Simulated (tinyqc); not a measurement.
Valley splitting in a one-orbital chain of atomic planes (second-neighbour model): sweeps and comparisons. A value that a table varies takes the place of the one given here.

Each (001) plane carries one orbital with energy e0, hopping v to the next plane and u to the second: E(phi) = e0 + 2 v cos(phi) + 2 u cos(2 phi), where phi = pi - k a/4 (the sign of every second orbital is chosen so that v > 0, which shifts the phase by pi). The minimum lies at cos(phi0) = -v/(4u), phi0 = pi - (pi/2) k0 for a valley at k0 (2 pi/a), and e0 puts it at zero. A slab of N planes has hard walls: the matrix simply ends.

A well of Nw planes between barriers of 40 planes each (as of a SiGe alloy, taken as an offset alone). With x = j - 39.5 for plane j = 0, 1, ..., the potential is V0 (f(x) + f(Nw - x)) + F (j - 40) a/4, f(y) = 1/(1 + exp(y/L)), a step for L = 0; L is in planes, 4 L is about the distance over which f goes from 0.88 to 0.12, and 1 MV/m = 1e-4 V/angstrom.

Constants: hbar^2/2m0 = 3.80998211 eV angstrom^2.

Values chosen for the exercise (near those of the Delta valleys of silicon; abrupt walls in this chain split the valleys several times more than measured wells; the results hold for these values, not for the real material):
- a = 5.43 angstrom (lattice constant; planes lie a/4 apart)
- ml = 0.872 m0 (longitudinal mass)
- N0 = 46 (first number of planes)
- Nf = 80 (planes in the thick slab)
- V0 = 0.25 eV (barrier height)
- F = 5 MV/m (field)
- Nw = 78 (planes in the well)
- k0 = 0.807 2 pi/a (position of the valley)

## Splitting against the number of planes

u = 0.650742 eV
v = 0.777093 eV
e0 = 1.533478 eV
phi0 = 1.873960 rad

Ten slabs from N0 on, of thickness (N - 1) a/4 between the outer planes. Effective mass: E1 = (c/ml)(pi/W)^2 with W = (N + 2) a/4: the amplitude vanishes on two missing planes at each end, and the envelope has its nodes N + 2 spacings apart. Large-N estimate of the splitting: 16 pi^2 u |sin(phi0) sin((N + 2) phi0)|/(N + 2)^3.

Doublet (meV):
```
N,thickness (angstrom),mean level,effective mass,splitting,estimate
46,61.09,10.15,10.16,0.797,0.812
47,62.45,9.74,9.75,0.566,0.548
48,63.80,9.35,9.36,0.388,0.410
49,65.16,8.99,9.00,0.721,0.717
50,66.52,8.64,8.65,0.060,0.039
51,67.88,8.33,8.33,0.608,0.617
52,69.23,8.02,8.02,0.396,0.383
53,70.59,7.73,7.74,0.320,0.335
54,71.95,7.46,7.46,0.537,0.533
55,73.31,7.19,7.20,0.015,0.001
```

What does this show?

The mean level falls smoothly, from 10.1 to 7.2 meV, within 0.2 % of the effective-mass value. The splitting swings between 0.015 (N = 55) and 0.797 meV (N = 46): one plane more or less changes the phase between the two walls by phi0 = 1.874 rad. The estimate misses the computed values by at most 0.022 meV.

## Splitting against the electric field

A thick slab in a field F: plane j = 0, 1, ... gains the energy F j a/4 (1 MV/m = 1e-4 V/angstrom), which presses the electron against the first wall. The exponent is the slope of ln(splitting) against ln F between 20 and 50 MV/m.

Doublet:
```
F (MV/m),mean level (meV),splitting (meV),splitting/F (meV per MV/m)
1,8.46,0.1481,0.1481
2,12.76,0.2865,0.1432
5,23.04,0.7118,0.1424
10,36.13,1.4239,0.1424
20,56.47,2.8496,0.1425
30,73.17,4.2769,0.1426
50,101.13,7.1351,0.1427
```

exponent = 1.00

How do the results move?

The splitting goes from 0.1481 to 7.1351 meV. At high field it grows as F^1.00: at a single hard wall it follows the squared slope of the envelope, which is proportional to F, while the level itself grows about as F^(2/3) (here F^0.64). A hard wall is the sharpest interface possible; real Si interfaces split several times less.

## Sharp and graded interfaces

The lowest doublet for several interface widths L.

Doublet:
```
L (planes),4 L (angstrom),mean level (meV),splitting (micro-eV)
0.00,0.00,21.49,712.25
0.25,1.36,21.58,374.87
0.50,2.71,21.72,77.99
0.75,4.07,21.90,16.02
1.00,5.43,22.13,3.12
1.50,8.14,22.71,0.10
2.00,10.86,23.41,0.00
```

What can be read from the table?

The mean level moves by +1.9 meV over the table, while the splitting falls from 712.3 micro-eV at a step to 3.12 at L = 1 plane, a factor 228. Coupling the valleys needs the Fourier component of the potential at twice the valley wave vector, a period of a few planes, and grading removes it. Random alloy disorder, left out here, sets the splitting once this part is gone.

## What each parameter does

Step interfaces (L = 0). u, v, e0 follow from 8 u sin^2(phi0) = (2c/ml)/(a/4)^2, v = -4u cos(phi0), e0 = 2u + v^2/(4u), c = hbar^2/2m0. Each row changes one parameter from the base and keeps the others.

Results:
```
case,mean level (meV),splitting (micro-eV)
base,21.49,712.3
k0 = 0.817 2 pi/a,21.49,708.4
ml = 0.959 m0,20.83,712.0
V0 = 0.375 eV,21.86,712.4
F = 10 MV/m,32.99,1423.7
Nw = 79,21.49,711.8
```

What does this show?

The largest shifts from the base row, up to three for each result and ties (the steps differ in size, so this ranks the rows, not the parameters). mean level (meV): F +11.51, ml -0.66, V0 +0.37; unchanged at the printed digits by k0 and Nw. splitting (micro-eV): F +711.4, k0 -3.9, Nw -0.5.

Run: tinyqc, `OMP_NUM_THREADS=1 python tinyqc.py 1480190 1480191 out.jsonl`; Intel(R) Xeon(R) Processor @ 2.30GHz, one thread, shared host; about 0.01 s of CPU time with all checks.
